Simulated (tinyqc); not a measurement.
# Undoped symmetric double-gate MOSFET, analytic potential model: several studies

An undoped body of thickness ts between two equal insulators and tied gates; long channel, electrons only, n = ni exp((psi - V)/Vt) with V the quasi-Fermi potential (0 at the source, Vd at the drain), constant mobility, no quantisation. Across the body psi(x) = V - 2 Vt ln[(ts/(2 beta)) sqrt(q ni/(2 eps0 eps_r Vt)) cos(2 beta x/ts)], x from the centre. Q is the electron charge per area of the whole body.

Values chosen for this exercise; material values close to those of silicon:
- T = 300 K (temperature)
- Eg = 1.12 eV (band gap)
- eps_r = 11.5 (relative permittivity of the semiconductor)
- Nc = 2.85e19 cm^-3 (conduction-band density of states at T)
- Nv = 2.63e19 cm^-3 (valence-band density of states at T)
- eox = 22.8 (relative permittivity of the gate insulator)
- tox = 6.3 nm (insulator thickness)
- ts = 12 nm (body thickness)
- dphi = 0.22 V (gate work function less that of the intrinsic body)
- mu = 800 cm^2/(V s) (channel mobility)
- L = 0.1 um (gate length)
- Vd = 0.5 V (drain voltage)

Constants: q = 1.602176634e-19 C, kB = 1.380649e-23 J/K, Vt = kB T/q, eps0 = 8.8541878128e-14 F/cm where lengths are in cm. Results are converted to the units shown.

Each table varies one quantity; the others keep the values above.

## Output curve

ni = sqrt(Nc Nv) exp(-Eg/(2 Vt)), Eg in volts; r = eps_r tox/(eox ts); V0 = dphi + 2 Vt ln[(2/ts) sqrt(2 eps0 eps_r Vt/(q ni))]. beta (between 0 and pi/2) solves (Vg - V0 - V)/(2 Vt) = ln(beta) - ln(cos beta) + 2 r beta tan(beta). Q = 8 eps0 eps_r Vt beta tan(beta)/ts; I = mu (1/L)(4 eps0 eps_r/ts)(2 Vt)^2 [g(beta_s) - g(beta_d)] per width, g = beta tan(beta) - beta^2/2 + r beta^2 tan^2(beta), with beta_s at V = 0 and beta_d at V = Vd.

In this table Vg = 1.47 V.

Output curve:

| Vd (V) | Qd (nC/cm^2) | Qd/Qs | I (uA/um) |
|---|---|---|---|
| 0.16 | 3016.4 | 0.76312 | 4457.9 |
| 0.3 | 2219.8 | 0.56160 | 7387.7 |
| 0.43 | 1511.8 | 0.38247 | 9324.8 |
| 0.57 | 812.27 | 0.20550 | 10618 |
| 0.7 | 284.62 | 0.072005 | 11174 |
| 0.84 | 13.882 | 0.0035121 | 11302 |
| 0.97 | 0.10401 | 2.6312e-5 | 11305 |
| 1.1 | 6.8170e-4 | 1.7246e-7 | 11305 |
| 1.24 | 3.0318e-6 | 7.6701e-10 | 11305 |

What does the table show?

The current rises from 4460 to 11300 uA/um, while the charge at the drain end falls from 0.76 to 7.7e-10 of that at the source. The current first comes within 1 % of its last value at Vd = 0.84 V among the rows. Over the last rows Qd falls by a factor of e for each Vt of drain voltage: the drain end is in weak inversion. In every row the surface density at the source passes 0.3 Nc, where Boltzmann statistics fail. In every row mu V/L, with V the smaller of Vd and Vg - V0, passes 3e6 cm/s, so velocity saturation would lower the current.

## Transfer curve and volume inversion

Same model as above.

The drop is psi(surface) - psi(centre) at the source end; C = dQs/dVg, Cg = 2 eps0 eox/tox; gm = dI/dVg.

Result of one run:

| Vg (V) | Qs (nC/cm^2) | drop (mV) | C/Cg | I (uA/um) | gm/I (1/V) |
|---|---|---|---|---|---|
| 0.39 | 0.001478 | 2.177e-4 | 8.919e-6 | 3.056e-4 | 38.68 |

What becomes of these results when the gate voltage Vg is changed from 0.39 to 0.5 V, all else the same?

Result of the changed run:

| Vg (V) | Qs (nC/cm^2) | drop (mV) | C/Cg | I (uA/um) | gm/I (1/V) |
|---|---|---|---|---|---|
| 0.5 | 0.1040 | 0.01532 | 6.271e-4 | 0.02152 | 38.66 |

The whole series:

| Vg (V) | Qs (nC/cm^2) | drop (mV) | C/Cg | I (uA/um) | gm/I (1/V) |
|---|---|---|---|---|---|
| 0.39 | 0.001478 | 2.177e-4 | 8.919e-6 | 3.056e-4 | 38.68 |
| 0.5 | 0.1040 | 0.01532 | 6.271e-4 | 0.02152 | 38.66 |
| 0.61 | 6.858 | 1.004 | 0.03879 | 1.466 | 37.42 |
| 0.73 | 165.4 | 21.01 | 0.4091 | 59.79 | 22.14 |
| 0.84 | 547.8 | 52.88 | 0.6478 | 361.4 | 12.13 |
| 0.95 | 1052 | 78.36 | 0.7680 | 1059 | 7.944 |
| 1.06 | 1618 | 97.39 | 0.8330 | 2230 | 5.801 |
| 1.18 | 2276 | 113.3 | 0.8742 | 4080 | 4.342 |
| 1.29 | 2901 | 124.9 | 0.8982 | 6191 | 3.292 |

The current rises from 3.06e-4 to 6190 uA/um. In the first row gm/I is 38.7 1/V, within 0.01 % of 1/Vt: with no depletion charge the whole body follows the gate, and the swing is ideal. The drop between surface and centre goes from 2.2e-4 to 125 mV and passes Vt at Vg = 0.84 V among the rows; below that the density varies across the body by less than a factor of e (volume inversion). C reaches 0.90 of Cg in the last row. For Vg = 0.84 to 1.29 V the surface density at the source passes 0.3 Nc, where Boltzmann statistics fail. For Vg = 0.73 to 1.29 V mu V/L, with V the smaller of Vd and Vg - V0, passes 3e6 cm/s, so velocity saturation would lower the current.

## Effect of the body thickness

Q = 8 eps0 eps_r Vt beta tan(beta)/ts; I = mu (1/L)(4 eps0 eps_r/ts)(2 Vt)^2 [g(beta_s) - g(beta_d)] per width, g = beta tan(beta) - beta^2/2 + r beta^2 tan^2(beta), with beta_s at V = 0 and beta_d at V = Vd.  I(low) is taken at Vg = 0.44 V, Qs and I(high) at Vg = 1.19 V.

Effect of the body thickness:

| ts (nm) | V0 (V) | I(low) (nA/um) | Qs(high) (nC/cm^2) | I(high) (uA/um) |
|---|---|---|---|---|
| 4 | 0.7489 | 0.7047 | 2322 | 4135 |
| 5.6 | 0.7315 | 0.9866 | 2327 | 4186 |
| 7.8 | 0.7144 | 1.374 | 2330 | 4224 |
| 11 | 0.6966 | 1.938 | 2332 | 4253 |
| 15 | 0.6805 | 2.642 | 2332 | 4272 |
| 21 | 0.6631 | 3.699 | 2333 | 4285 |
| 30 | 0.6447 | 5.284 | 2333 | 4294 |

Read the table: what changes, and by how much?

As ts goes from 4 to 30 nm, I(low) rises from 0.705 to 5.28 nA/um and I(high) rises from 4140 to 4290 uA/um. On average I(low) goes as ts^(1.00) and I(high) goes as ts^(0.02). Below threshold the charge is proportional to the cross-section of the body; above it the insulator sets the charge. In every row the surface density at the source at the higher gate voltage passes 0.3 Nc, where Boltzmann statistics fail. In every row mu V/L at the higher gate voltage, with V the smaller of Vd and Vg - V0, passes 3e6 cm/s, so velocity saturation would lower the current. At ts = 30 nm L is under three scale lengths of this cross-section, so short-channel effects, left out here, would raise the subthreshold current. For ts = 4 to 5.6 nm the body is thin enough for quantum confinement, left out here, to raise the threshold.

tinyqc, about 0.01 s, one thread, Intel Xeon 2.30GHz (shared host): `OMP_NUM_THREADS=1 python tinyqc.py 2440001 2440002 out.jsonl`
